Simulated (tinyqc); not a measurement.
Length of a polyene: Hueckel, PPP and singles CI along the polyenes. Computed by the program tinyqc. Hueckel uses the same beta without repulsion; CIS keeps all single excitations and so misses the low, doubly excited 2Ag state. W is the valence ionisation energy of a centre, MN the Mataga-Nishimoto formula, f the oscillator strength.

All-trans chains of carbon centres 1.40 angstrom apart:
```
parameter                               value
beta (eV), times 1 +/- alternation  -2.470000
alternation                                 0
W (eV)                              11.160000
gamma_rr (eV)                       10.980000
repulsion formula                          MN
```

Gaps and excitations (eV):
```
centres  Hueckel gap  PPP orbital gap  bright singlet (CIS)      f  lowest triplet (CIS)
2              4.940           10.251                 7.775  0.667                 2.105
4              3.053            7.714                 5.420  1.143                 1.136
6              2.199            6.421                 4.283  1.650                 0.699
8              1.716            5.628                 3.600  2.144                 0.457
10             1.406            5.088                 3.139  2.616                 0.305
12             1.191            4.697                 2.805  3.064                 0.203
```

What does the comparison show, and why?

The Hueckel gap tends to 4 x alternation x |beta| = 0.00 eV for long chains (zero without alternation, falling as 1/N). Exchange opens the PPP orbital gap, and the attraction of electron and hole brings the bright state 1.89 eV below it at 12 centres; the triplet lies 2.60 eV lower still.
